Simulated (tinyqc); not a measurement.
Dopant redistribution at a moving silicon-oxide interface during parabolic oxidation: one step, computed by the program tinyqc.

Uniformly doped silicon is oxidised with x_ox = sqrt(B t); the interface advances into the silicon by alpha x_ox, alpha = 0.44. The dopant does not move in the oxide, and at the interface C(silicon) = m C(oxide).

Task: Profile below the interface. With the dopant diffusivity D and s = alpha x_ox/(2 sqrt(D t)), in the silicon C = C_B + (C_s - C_B) erfc(y/(2 sqrt(D t)))/erfc(s), y from the original surface. Dopant balance at the interface gives C_s/C_B = 1/[1 + (1/(m alpha) - 1) g], g = sqrt(pi) s exp(s^2) erfc(s). Depths z are counted from the present interface: y/(2 sqrt(D t)) = s + z/(2 sqrt(D t)); take z/(2 sqrt(D t)) = 0, 0.05, 0.1, 0.2, 0.3, 0.5, 0.75, 1, 1.5.

Inputs (values chosen for the exercise, modelled on arsenic in silicon under dry oxygen): oxidation activation energy E_B = 1.21 eV; temperature T = 950 C.

diffusion length 2 sqrt(D t) = 0.03113427 um

ratio C_s/C_B = 2.972025

s = 2.347330

Give: Profile.

Result:

Profile:
```
z/(2 sqrt(D t))    z (um)   C/C_B
0.00             0.000000  2.9720
0.05             0.001557  2.5272
0.10             0.003113  2.1772
0.20             0.006227  1.6896
0.30             0.009340  1.3964
0.50             0.015567  1.1237
0.75             0.023351  1.0259
1.00             0.031134  1.0048
1.50             0.046701  1.0001
```

Caution: in this case the oxide is not much thicker than a typical Deal-Grove length A, so real growth is slower than parabolic. Caution: parabolic growth needs an oxide much thicker than the Deal-Grove length A, which fails for thin films and low temperatures; oxidation-enhanced or retarded diffusion is ignored.
